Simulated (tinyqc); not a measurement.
## Pinning factor and decay constant from two barriers

Problem. phiB = S (phiM - chi) + (1 - S)(Eg - E0) with S = 1/(1 + (1/S0 - 1) exp(-be ti)). Find S0, S at the given thickness and be.

Parameters, values chosen for the exercise; semiconductor values close to those of silicon; interlayer mass of the order of that in hafnium oxide, offset chosen freely:
- Eg = 1.14 eV (band gap)
- chi = 4.09 eV (electron affinity)
- E0 = 0.35 eV (charge-neutrality level above the valence band)
- phiM = 4.21 eV (metal work function)

phiB at ti = 0, 0.4 nm (eV): 0.6091  0.33856066

Answer. Each barrier gives its S by linear interpolation between the pinned and the unpinned value; the ratio of the two values of 1/S - 1 is exp(be ti).

S0 = 0.270
S = 0.674
be = 4.30 1/nm

Numbers from tinyqc (`OMP_NUM_THREADS=1 python tinyqc.py 2270037 2270038 out.jsonl`; about 0.02 s on one thread of a shared Intel Xeon 2.30GHz).
